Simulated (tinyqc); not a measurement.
Electron continuity equation in a given potential, Scharfetter-Gummel discretisation: one step of the calculation.

Steady state in one dimension: J = q mu n E + q D dn/dx with E = -dpsi/dx and D = mu Vt, dJ/dx = 0, fixed densities nL and nR at the ends. The potential is given, psi = 0 for x < L/2 and U (2 x/L - 1) beyond, and is not changed by the electrons.

Problem. Densities and current. B(d_i) and B(-d_i) are the Bernoulli factors of the potential steps, b and f the diagonal and right side. Solve B(-d_(i-1)) n_(i-1) + b_i n_i + B(d_i) n_(i+1) = f_i (end values already in f), then J_i = (q D/h) [n_(i+1) B(d_i) - n_i B(-d_i)], h = L/10, D = mu Vt.

Parameters, values chosen for the exercise; mobility close to that of 4H silicon carbide at room temperature:
- T = 273 K (temperature)
- mu = 896 cm^2/(V s) (electron mobility)
- L = 14 um (length of the region)
- nL = 1.4e13 cm^-3 (density at x = 0)
- nR = 2.3e14 cm^-3 (density at x = L)

Constants: q = 1.602176634e-19 C, kB = 1.380649e-23 J/K, Vt = kB T/q. Results are converted to the units shown.

```
interval      B(d_i)    B(-d_i)
0                  1          1
1                  1          1
2                  1          1
3                  1          1
4                  1          1
5         0.81717814  1.2082462
6         0.81717814  1.2082462
7         0.81717814  1.2082462
8         0.81717814  1.2082462
9         0.81717814  1.2082462
```

```
node  diagonal b  right side f (cm^-3)
1             -2               -1.4e13
2             -2                     0
3             -2                     0
4             -2                     0
5     -2.2082462                     0
6     -2.0254243                     0
7     -2.0254243                     0
8     -2.0254243                     0
9     -2.0254243         -1.8795097e14
```

Give: n; J.

Solution.

n, node 0 to 10 (cm^-3): [1.400e13, 1.658e13, 1.916e13, 2.173e13, 2.431e13, 2.689e13, 4.291e13, 6.660e13, 1.016e14, 1.534e14, 2.300e14]
J, interval 0 to 9 (A/cm^2): [0.06219, 0.06219, 0.06219, 0.06219, 0.06219, 0.06219, 0.06219, 0.06219, 0.06219, 0.06219]

tinyqc, about 0.01 s, one thread, Intel Xeon 2.30GHz (shared host): `OMP_NUM_THREADS=1 python tinyqc.py 2220030 2220031 out.jsonl`
